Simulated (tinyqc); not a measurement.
Electron continuity equation in a given potential, Scharfetter-Gummel discretisation: current and errors against the applied potential.

Steady state in one dimension: J = q mu n E + q D dn/dx with E = -dpsi/dx and D = mu Vt, dJ/dx = q (n/tau - G), fixed densities nL and nR at the ends. The potential is given, psi = U x/L - Ub exp(-((x/L - xb)/sb)^2), and is not changed by the electrons.

8 equal intervals. Fluxes J_i = (q D/h)(n_(i+1) P_i - n_i Q_i), d_i = (psi_(i+1) - psi_i)/Vt: Scharfetter-Gummel P = B(d), Q = B(-d), B(d) = d/(exp(d) - 1); central P = 1 - d/2, Q = 1 + d/2; upwind P = 1 + max(-d, 0), Q = 1 + max(d, 0). Balance at each inner node: J_i - J_(i-1) = q h (n_i/tau - G). The reference is Scharfetter-Gummel on 4000 intervals or more. Errors are those of J on the first interval against the reference at its midpoint; errors under 1e-6 % are printed as 0.

Parameters, values chosen for the exercise; mobility close to that of indium phosphide at room temperature:
- T = 250 K (temperature)
- mu = 4950 cm^2/(V s) (electron mobility)
- L = 19 um (length of the region)
- nL = 1.3e13 cm^-3 (density at x = 0)
- nR = 0 cm^-3 (density at x = L)
- tau = 2.5e-9 s (lifetime)
- G = 0 cm^-3 s^-1 (uniform generation rate)
- Ub = 0.22 V (depth of the dip in psi (a barrier for electrons))
- xb = 0.47 (position of the barrier over L)
- sb = 0.12 (width of the barrier over L)

Constants: q = 1.602176634e-19 C, kB = 1.380649e-23 J/K, Vt = kB T/q. Results are converted to the units shown.

Result of one run:
columns A: largest |d|; B: reference J (A/cm^2); C: SG error (%); D: central error (%); E: upwind error (%); F: most negative central n (cm^-3), 0 if none
```
A            B     C     D     E         F
8.654  -0.6773  2.38  15.7  6.73  -8.36e12
```

Which potential difference psi(L) - psi(0) U gave this result: 0.086, 0.17, 0.26 or 0.78 V?

U = 0.17 V.

The whole series:
columns A: U (V); B: largest |d|; C: reference J (A/cm^2); D: SG error (%); E: central error (%); F: upwind error (%); G: most negative central n (cm^-3), 0 if none
```
A           B        C      D      E      F         G
0.0086  7.718  -0.2480  0.730   46.1   14.6  -2.20e12
0.034   7.865  -0.2916   1.24   39.1   15.4  -2.78e12
0.086   8.167  -0.4056   1.97   27.7   15.0  -4.34e12
0.17    8.654  -0.6773   2.38   15.7   6.73  -8.36e12
0.26    9.176   -1.103   2.11   12.7  -5.58  -1.57e13
0.38    9.873   -1.826   1.56   15.1  -16.4  -2.46e13
0.52    10.68   -2.701   1.37  -24.5  -19.6  -8.39e12
0.78    12.19   -4.172   1.27  -47.1  -13.3  -9.31e12
```

The reference current falls from -0.248 to -4.17 A/cm^2. The largest errors in size are 2.4 % (Scharfetter-Gummel), 47 % (central) and 20 % (upwind). Central differences give negative densities for U = 0.0086, 0.034, 0.086, 0.17, 0.26, 0.38, 0.52, 0.78 V; these rows have |d| above 2, which makes negative values possible though not certain.

tinyqc, about 0.01 s, one thread, Intel Xeon 2.30GHz (shared host): `OMP_NUM_THREADS=1 python tinyqc.py 2220103 2220104 out.jsonl`
